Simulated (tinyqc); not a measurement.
Two-valley model of the transferred-electron effect: one step, computed by the program tinyqc. Command: `OMP_NUM_THREADS=1 python tinyqc.py 3006549 3006550 out.jsonl gunn walk`. One thread of a shared host (Intel(R) Xeon(R) Processor @ 2.30GHz), about 0.01 s of CPU time with the checks.

Both kinds of valley share one electron temperature T_e, and each has a constant mobility.

Task: Does a domain form? Space charge grows at the rate n e |mu_d|/(eps eps_0) during the transit time L/v, with v the valley velocity; Kroemer's criterion asks n L > eps eps_0 v/(e |mu_d|). Transit frequency v/L.

Inputs (values chosen for the exercise, modelled on CdTe):
```
quantity,value,unit
lattice temperature T,300,K
doping n,3.6e+15,1/cm^3
device length L,8.9,micrometre
permittivity eps,10.2,-
```

Solver: bisection.

valley velocity = 1.313668 1e7 cm/s

most negative differential mobility = -40.65885 cm^2/(V s)

Constants: eps_0 = 8.8541878128e-12 F/m; e = 1.602176634e-19 C.

Give: critical n L; n L of the device; transit frequency.

Result:

critical n L = 1.8212e+12 1/cm^2

n L of the device = 3.2040e+12 1/cm^2

transit frequency = 14.760 GHz

n L is 1.76 times the critical product: a borderline case, which this order-of-magnitude rule cannot settle.
